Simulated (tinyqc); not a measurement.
Haynes-Shockley experiment: drift, diffusion and decay of a minority-carrier pulse: one step, computed by the program tinyqc.

A thin sheet of excess carriers is made at x = 0, t = 0 in a long uniform bar; injection is low, so the pulse moves with the minority mobility.

Question. Two distances. dn(x, t) = N0/sqrt(4 pi D t) exp(-(x - v t)^2/(4 D t) - t/tau). At fixed x the signal peaks where d ln(dn)/dt = 0: a t^2 + t/2 - x^2/(4 D) = 0 with a = v^2/(4 D) + 1/tau. Differences remove part of the bias: mu = (d2 - d)/(F (t_p2 - t_p)). The time-integrated signal is A(x) = (N0/u) exp(x (v - u)/(2 D)), u = sqrt(v^2 + 4 D/tau); the simple lifetime is tau = (t_p2 - t_p)/ln(A(d)/A(d2)).

Inputs (values chosen for the exercise, modelled on electrons in p-type germanium in a lightly doped bar):
```
quantity                     value         unit
lifetime tau                   440  microsecond
temperature T                  330            K
field F                        7.1         V/cm
distance d to the collector   0.84           cm
second distance d2             1.5           cm
```

drift velocity v = 24779 cm/s

D = 99.24583 cm^2/s

time of the peak t_p = 33.71378 microsecond

Give: t_p2; mobility from two distances; area ratio A(d)/A(d2); lifetime from areas.

Answer.

t_p2 = 60.33 microsecond

mobility from two distances = 3493 cm^2/(V s)

area ratio A(d)/A(d2) = 1.062

lifetime from areas = 439.8 microsecond
